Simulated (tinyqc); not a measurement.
Worked calculation: one-electron ion in a basis of Gaussians. One step of it, computed by the program tinyqc.

Question. Matrices over normalised Gaussians. With p = a_i + a_j and I(k) = Gamma((k+1)/2) / (2 p^((k+1)/2)): S = I(2l+2), T = (2l+3) a_i a_j S / p, V = -Z I(2l+1), each divided by sqrt(S_ii S_jj).

exponents of r^l exp(-a r^2) (1/bohr^2): 0.001787  0.007587

Z = 1

l = 2

Give: S; T; V.

Answer.

S:
```
       1      2
1  1.000  0.430
2  0.430  1.000
```

T (hartree):
```
       1      2
1  0.006  0.004
2  0.004  0.027
```

V (hartree):
```
        1       2
1  -0.036  -0.025
2  -0.025  -0.074
```
